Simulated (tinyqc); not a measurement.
From wire to sheet: nanosheet or nanowire with hard walls, valleys of the Si type.

Six ellipsoidal valleys along the cube axes: inverse mass tensor w = 1/mt + (1/ml - 1/mt) a a^T with a the unit axis. Device axes: x along the channel, z = [001], y = z x x.

Hard walls around a W x H rectangle. The block w_c of w in (y, z) confines; the transport mass follows from 1/m_x = w_xx - w_xc w_c^-1 w_cx. The cross-section problem c (w_yy ky^2 + 2 w_yz ky kz + w_zz kz^2), c = hbar^2/2m0, is solved in products sin(n pi y/W) sin(l pi z/H), n, l = 1 to 12; if w_yz = 0 the levels are c pi^2 (w_yy n^2/W^2 + w_zz l^2/H^2). The w_yz term couples (n, l) to (n', l') by -2 c w_yz D_nn'(W) D_ll'(H) with D_nm(L) = 4 n m/(L (n^2 - m^2)) for n + m odd and 0 otherwise.

Without degeneracy the line density is N1 exp((EF - Ec)/kB T) with N1 = sum 2 g sqrt(m_x kB T/(4 pi c)) exp(-E/kB T), here over n, l up to 80 where w_yz = 0 and over all levels of a 12 x 12 sine basis otherwise; the classical value is W H Nc with Nc = 2 g_all (m_dos kB T/(4 pi c))^(3/2), m_dos = (ml mt^2)^(1/3); dVt = kB T ln(W H Nc/N1).

Constants: hbar^2/2m0 = 3.80998211 eV angstrom^2; kB = 8.617333262e-05 eV/K.

Parameters, chosen for this exercise (near those of Si; the results hold for these values, not for the real material): ml = 0.923 m0 (longitudinal mass); mt = 0.188 m0 (transverse mass); T = 300 K (temperature); g_all = 6 (number of valleys); channel = 110 (transport direction x on a (001) wafer); H = 66 angstrom (height, along z = [001]); Ws = (30, 40, 60, 90, 140, 220, 350) angstrom (widths).

Valleys:
```
group  valleys g     w_yy     w_zz   |w_yz|  m_x (m0)
A              2  5.31915  1.08342  0.00000   0.18800
B              4  3.20129  5.31915  0.00000   0.55550
```

Lowest level of each group (groups ordered by w_zz, then w_yy) and dVt against the width.

Results:
```
W (angstrom)  A1 (eV)  B1 (eV)  dVt (mV)
30             0.2316   0.1797     153.7
40             0.1344   0.1212      98.4
60             0.0649   0.0794      58.6
90             0.0340   0.0608      42.1
140            0.0196   0.0521      34.3
220            0.0135   0.0484      30.2
350            0.0110   0.0469      27.8
```

dVt falls from 154 to 28 mV. The lowest group changes from B to A between W = 40 and 60 angstrom (H = 66). At the widest W the lowest level is 0.0110 eV; the film limit c pi^2 w_zz/H^2 of that group is 0.0094 eV.

Program tinyqc; command `OMP_NUM_THREADS=1 python tinyqc.py 1280801 1280802 out.jsonl`; about 0.03 s on one thread of a shared Intel(R) Xeon(R) Processor @ 2.30GHz.
